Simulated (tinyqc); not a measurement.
# Via and link resistance from two via chains

Inverse problem. A chain of 5000 vias joined by 5000 metal links has R = 5000 (Rv + Rlink), with Rlink proportional to the link length. Find Rv, Rlink for length L, and the value of Rv that the short chain would give if the links were ignored.

resistance of chains of 5000 links with link lengths L and 3 L (ohm): 2.305e5  2.815e5

Answer. R per link is a straight line in the link length; its intercept at zero length is Rv.

Rv = 41.00 ohm
Rlink = 5.100 ohm
Rv without correction = 46.10 ohm

Numbers from tinyqc (`OMP_NUM_THREADS=1 python tinyqc.py 2750063 2750064 out.jsonl`; about 0.01 s on one thread of a shared Intel Xeon 2.30GHz).
